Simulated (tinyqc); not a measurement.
Lorentz oscillators and the Kramers-Kronig relations, step by step. Values are carried at full precision from step to step, so a last printed digit may differ when a step is redone from the rounded ones.

eps(E) = 1 + sum_j S_j/(E0_j^2 - E^2 - i G_j E).

Constants: hbar c = 1973.269805 eV angstrom; hbar^2/2m0 = 3.80998211 eV angstrom^2; e^2/(4 pi eps0) = 14.39964547 eV angstrom.

Values chosen for the exercise:
- E0 = (8.68) eV (resonances)
- G = (1.23) eV (widths)
- S = (60) eV^2 (strengths)
- E = 8.4 eV (photon energy)
- h = 0.4 eV (grid step)
- M = 30 (grid points E_j = j h)
- i = 4 (grid index at which eps1 is wanted)

## Dielectric function at one energy

Evaluate each oscillator and the sum.

terms: 2.2137+4.7825i

eps(E) = 3.2137+4.7825i
eps(0) = 1.7964

## Optical constants

n + i k = sqrt(eps1 + i eps2) with k >= 0; R = ((n - 1)^2 + k^2)/((n + 1)^2 + k^2) at normal incidence from vacuum; alpha = 2 E k/(hbar c), times 1e8 for 1/cm; loss function Im(-1/eps) = eps2/(eps1^2 + eps2^2).

Convert eps at the photon energy E into the optical constants.

n = 2.1185
k = 1.1288
R = 0.2296
alpha = 9.61e+05 1/cm
loss function = 0.1440
vacuum wavelength hc/E (hc = 1239.841984 eV nm) = 147.6 nm

The intensity falls to 1/e within 10.4 nm.

## Absorptive part on the grid

Tabulate eps2 at E_j = j h.

eps2(E_j), j = 1 .. M: 0.0052  0.0106  0.0162  0.0223  0.0290  0.0365  0.0452  0.0555  0.0679  0.0833  0.1027  0.1279  0.1616  0.2085  0.2764  0.3796  0.5473  0.8424  1.4145  2.6185  4.7825  5.3426  3.1654  1.6778  0.9720  0.6187  0.4235  0.3062  0.2307  0.1796

## eps1 at one grid point

Kramers-Kronig: eps1(E) = 1 + (2/pi) P integral_0^infinity E1 eps2(E1)/(E1^2 - E^2) dE1. Maclaurin rule on the grid E_j = j h, j = 1 .. M: eps1(E_i) = 1 + (4 h/pi) sum over j with j - i odd of E_j eps2(E_j)/(E_j^2 - E_i^2); nothing is added above E_M.

List the terms E_j eps2_j/(E_j^2 - E_i^2) for j - i odd, add them and form eps1.

terms in order of j (1/eV): -0.0009  -0.0174  0.0402  0.0240  0.0235  0.0269  0.0343  0.0496  0.0852  0.1947  0.5908  0.3548  0.0998  0.0401  0.0203

sum = 1.566 1/eV
eps1(E_i) = 1.798

The oscillator formula gives 1.824 at E_i = 1.6 eV. The rule samples every 2h = 0.8 eV against a narrowest width of 1.23 eV and stops at 12 eV; coarse sampling and the missing tail make the difference.

## The f-sum on the grid

W(E_M) = (2/pi) h sum_j E_j eps2_j, with half weight on the last point; the full integral equals sum S_j = (hbar omega_p)^2, and the electron density follows from (hbar omega_p)^2 = 8 pi c (e^2/(4 pi eps0)) N with c = hbar^2/2m0.

W(E_M) = 53.49 eV^2
sum S = 60.00 eV^2
share reached on this grid (a step near the line widths can inflate it) = 0.892
hbar omega_p = 7.746 eV
N = 4.35e+22 1/cm^3

## Checks

- The value of eps1 at 8.405 eV from a fine, long grid (with the tail of eps2 ~ 1/E^3 added) against the oscillator formula: both 3.19.

Program tinyqc; command `OMP_NUM_THREADS=1 python tinyqc.py 1652778 1652779 out.jsonl`; about 0.1 s on one thread of a shared Intel(R) Xeon(R) Processor @ 2.30GHz.
